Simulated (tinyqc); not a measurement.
# One-sided p+-n junction, ionisation integral and breakdown: effects of single changes

A p+ layer at x < 0 and an n drift layer from x = 0. Depletion approximation, built-in voltage neglected. Local ionisation coefficients alpha_n = an exp(-(bn/E)^mx), alpha_p = ap exp(-(bp/E)^mx). Electrons move towards +x, holes towards x = 0.

Parameters, values chosen for the exercise; material values close to those of silicon: relative permittivity eps_r = 11.8; prefactor of the electron ionisation coefficient an = 7.03e5 1/cm; field constant for electrons bn = 1.26e6 V/cm; prefactor of the hole ionisation coefficient ap = 1.54e6 1/cm; field constant for holes bp = 1.97e6 V/cm; exponent mx = 1; electron mobility of the drift layer mu = 1430 cm^2/(V s); donor density of the drift layer N = 4.7e15 cm^-3.

Constants: q = 1.602176634e-19 C, eps0 = 8.8541878128e-14 F/cm where lengths are in cm. Results are converted to the units shown.

Each table varies one quantity; the others keep the values above.

## Multiplication against voltage

W = sqrt(2 eps0 eps_r V/(q N)), peak field E0 = q N W/(eps0 eps_r), falling linearly to 0 at W. G(x) = integral from 0 to x of (alpha_n - alpha_p); I_n = integral of alpha_n exp(-G) (electrons injected at x = 0), I_p = integral of alpha_p exp(G(end) - G) (holes injected at the far edge); M = 1/(1 - I). Integrals on a fine grid; BV is where I_n = 1. Here BV = 86.4947 V; the Miller exponent is n = ln(1 - 1/M)/ln(V/BV).

Results:

| V (V) | E0 (kV/cm) | I_n | I_p | M_n | M_p | Miller n, electrons | Miller n, holes |
|---|---|---|---|---|---|---|---|
| 34.6 | 223 | 0.0992 | 0.00700 | 1.11 | 1.01 | 2.52 | 5.41 |
| 43.2 | 250 | 0.207 | 0.0232 | 1.26 | 1.02 | 2.27 | 5.42 |
| 51.9 | 274 | 0.352 | 0.0606 | 1.54 | 1.06 | 2.05 | 5.49 |
| 60.5 | 295 | 0.515 | 0.135 | 2.06 | 1.16 | 1.86 | 5.60 |
| 69.2 | 316 | 0.686 | 0.278 | 3.19 | 1.38 | 1.69 | 5.74 |
| 74.4 | 327 | 0.786 | 0.415 | 4.67 | 1.71 | 1.60 | 5.84 |
| 83 | 346 | 0.941 | 0.780 | 17.0 | 4.55 | 1.47 | 6.02 |
| 85.2 | 350 | 0.978 | 0.913 | 46.5 | 11.4 | 1.44 | 6.07 |

Estimate the missing row, V = 79.6 V.

Computed row:

| V (V) | E0 (kV/cm) | I_n | I_p | M_n | M_p | Miller n, electrons | Miller n, holes |
|---|---|---|---|---|---|---|---|
| 79.6 | 339 | 0.881 | 0.610 | 8.43 | 2.57 | 1.52 | 5.95 |

With this row back in the table: M_n rises from 1.110 to 46.5 and M_p from 1.007 to 11.4; both diverge at BV. The Miller exponent for electrons falls from 2.52 to 1.44 and that for holes rises from 5.41 to 6.07. The larger multiplication belongs to electrons, whose coefficient at the peak field of the last row is 3.46 times the other.

## Effect of the drift doping

Same model as above.

Specific on-resistance Ron = W/(q mu N) with constant mobility and full ionisation.

Effect of the drift doping:

| N (cm^-3) | BV (V) | E0 at BV (kV/cm) | W at BV (um) | Ron (mohm cm^2) | BV^2/Ron (MW/cm^2) | eps0 eps_r mu E0^3/4 (MW/cm^2) |
|---|---|---|---|---|---|---|
| 3.9e14 | 506 | 246 | 41.1 | 46.1 | 5.57 | 5.57 |
| 7.5e14 | 313 | 268 | 23.3 | 13.6 | 7.21 | 7.21 |
| 1.4e15 | 200 | 293 | 13.6 | 4.25 | 9.38 | 9.38 |
| 2.8e15 | 123 | 325 | 7.57 | 1.18 | 12.8 | 12.8 |
| 5.3e15 | 79.8 | 360 | 4.43 | 0.365 | 17.5 | 17.5 |
| 1e16 | 52.8 | 402 | 2.62 | 0.114 | 24.3 | 24.3 |
| 2e16 | 34.3 | 458 | 1.49 | 0.0326 | 36.0 | 36.0 |
| 3.8e16 | 23.5 | 523 | 0.898 | 0.0103 | 53.5 | 53.5 |

BV falls from 506 to 23.5 V while the critical field rises from 246 to 523 kV/cm. BV goes as N^(-0.74) between the first two rows and N^(-0.59) between the last two (a coefficient proportional to E^7 gives -0.75 without punch-through). Ron goes as BV^(2.74) over the table; the last two columns agree since BV = E0 W/2 and N = eps0 eps_r E0/(q W). For N = 3.8e16 the layer is under 0.5 um wide or BV under 28 V, so dead space, tunnelling and the built-in voltage, all left out, matter.

Program tinyqc, `OMP_NUM_THREADS=1 python tinyqc.py 2120114 2120115 out.jsonl`; Intel Xeon 2.30GHz, shared host, one thread, about 0.05 s.
